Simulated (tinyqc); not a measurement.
From results back to parameters: donors with valley-orbit split 1s states. Three cases, with inputs chosen for the exercise.

Problem. The electron density is given and ND is hidden.

Each donor binds at most one electron, in any of its states. For a site s, W_s = sum over its states of g exp(E/kT), and the ionised share is 1/(1 + W_s exp(eta)), eta = (EF - Ec)/kT; n = Nc F_1/2(eta); neutrality n + NA = ND x (mean ionised share); holes are neglected. Nc from N = 2 (m kB T/(4 pi c))^(3/2) with c = hbar^2/2m0, in 1/angstrom^3; times 1e24 for 1/cm^3, m = md. F_j(eta) = (1/Gamma(j + 1)) integral_0^infinity x^j dx/(1 + exp(x - eta)), which tends to exp(eta) for eta << 0.

Constants: hbar^2/2m0 = 3.80998211 eV angstrom^2; kB = 8.617333262e-05 eV/K.

Case 1.

Values chosen (near those of As in Si; not measured data):
- md = 1.066 m0 (density-of-states mass of the conduction band)
- E = (51.8, 30.4, 30.2) meV (binding energies of 1s(A1), 1s(T2), 1s(E))
- g = (2, 6, 4) (their degeneracies with spin)
- T = 300 K
- NA = 1.6e+17 1/cm^3 (compensating acceptors, all ionised)

n = 2.3791e+17 1/cm^3

Case 2.

Values chosen (near those of Sb in Si; not measured data):
- md = 1.075 m0 (density-of-states mass of the conduction band)
- E = (44.2, 34.5, 31.4) meV (binding energies of 1s(A1), 1s(T2), 1s(E))
- g = (2, 6, 4) (their degeneracies with spin)
- T = 250 K
- NA = 0 1/cm^3 (compensating acceptors, all ionised)

n = 2.6022e+17 1/cm^3

Case 3.

Values chosen (near those of As in Si; not measured data):
- md = 1.087 m0 (density-of-states mass of the conduction band)
- E = (54.4, 32.6, 30.9) meV (binding energies of 1s(A1), 1s(T2), 1s(E))
- g = (2, 6, 4) (their degeneracies with spin)
- T = 400 K
- NA = 0 1/cm^3 (compensating acceptors, all ionised)

n = 5.9556e+17 1/cm^3

Find: eta; mean ionised share; ND.

Solution. n/Nc gives eta, eta and W_s give the ionised share, and ND = (n + NA)/share.

Case 1.

eta = -4.751
mean ionised share = 0.711
ND = 5.6e+17 1/cm^3

Case 2.

eta = -4.400
mean ionised share = 0.566
ND = 4.6e+17 1/cm^3

Case 3.

eta = -4.293
mean ionised share = 0.677
ND = 8.8e+17 1/cm^3

Computed by tinyqc, one run a case: `OMP_NUM_THREADS=1 python tinyqc.py N N+1 out.jsonl` with N = 1650063, 1650080, 1650098; one thread of a shared Intel(R) Xeon(R) Processor @ 2.30GHz, about 0.01 s a run at most.
